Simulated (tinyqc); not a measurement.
## Undoped gate-all-around wire MOSFET, analytic charge model: effect of the temperature

An undoped round wire of radius R under an insulator shell and a surrounding gate; long channel, electrons only, n = ni exp((psi - V)/Vt) with V the quasi-Fermi potential (0 at the source, Vd at the drain), constant mobility, no quantisation. The radial Poisson equation gives n(r) = n(0)/(1 - (1 - b) r^2/R^2)^2 with b = Q0/(Q + Q0). Q is the electron charge per area of the wire surface.

Nc and Nv are given at 400 K and scale as (T/400 K)^1.5; Eg and mu are held fixed. ni = sqrt(Nc Nv) exp(-Eg/(2 Vt)), Eg in volts; Cox = eps0 eox/(R ln(1 + tox/R)); Q0 = 4 eps0 eps_r Vt/R; V0 = dphi + Vt ln[8 eps0 eps_r Vt/(q ni R^2)]. Q solves Vg - V0 - V = Q/Cox + Vt ln(Q/Q0) + Vt ln(1 + Q/Q0). I = mu (2 pi R/L)[2 Vt (Qs - Qd) + (Qs^2 - Qd^2)/(2 Cox) + Vt Q0 ln((Qd + Q0)/(Qs + Q0))], with Qs at V = 0 and Qd at V = Vd.  I(low) is taken at Vg = 0.29 V, Qs and I(high) at Vg = 1.04 V.

Parameters, values chosen for the exercise; material values close to those of gallium arsenide:
```
symbol,value,unit,meaning
Eg,1.4,eV,band gap
eps_r,13.1,,relative permittivity of the semiconductor
Nc,6.76e17,cm^-3,conduction-band density of states at the reference temperature
Nv,1.36e19,cm^-3,valence-band density of states at the reference temperature
eox,7.3,,relative permittivity of the gate insulator
tox,5.6,nm,insulator thickness
R,6,nm,wire radius
dphi,-0.18,V,gate work function less that of the intrinsic body
mu,210,cm^2/(V s),channel mobility
L,0.1,um,gate length
Vd,0.1,V,drain voltage
```

Constants: q = 1.602176634e-19 C, kB = 1.380649e-23 J/K, Vt = kB T/q, eps0 = 8.8541878128e-14 F/cm where lengths are in cm. Results are converted to the units shown.

Result of one run:

| V0 (V) | I(low) (nA) | Qs(high) (nC/cm^2) | I(high) (uA) |
|---|---|---|---|
| 0.5395 | 0.03742 | 700.0 | 4.963 |

Which temperature T gave this result: 220, 250, 310, 370 or 400 K?

T = 310 K.

The whole series:

| T (K) | V0 (V) | I(low) (nA) | Qs(high) (nC/cm^2) | I(high) (uA) |
|---|---|---|---|---|
| 220 | 0.5371 | 4.779e-4 | 717.6 | 5.085 |
| 250 | 0.5381 | 0.002808 | 710.6 | 5.036 |
| 280 | 0.5389 | 0.01163 | 704.8 | 4.996 |
| 310 | 0.5395 | 0.03742 | 700.0 | 4.963 |
| 340 | 0.5401 | 0.09978 | 696.0 | 4.937 |
| 370 | 0.5405 | 0.2303 | 692.7 | 4.917 |
| 400 | 0.5408 | 0.4745 | 690.1 | 4.901 |
| 430 | 0.5410 | 0.8925 | 688.2 | 4.891 |

As T goes from 220 to 430 K, I(low) rises from 4.78e-4 to 0.893 nA and I(high) falls from 5.08 to 4.89 uA. V0 rises from 0.537 to 0.541 V. In every row the surface density at the source at the higher gate voltage passes 0.3 Nc, where Boltzmann statistics fail. In every row the mobility is held fixed, though a real one changes with T. In every row the body is thin enough for quantum confinement, left out here, to raise the threshold.

Numbers from tinyqc (`OMP_NUM_THREADS=1 python tinyqc.py 2460085 2460086 out.jsonl`; about 0.02 s on one thread of a shared Intel Xeon 2.30GHz).
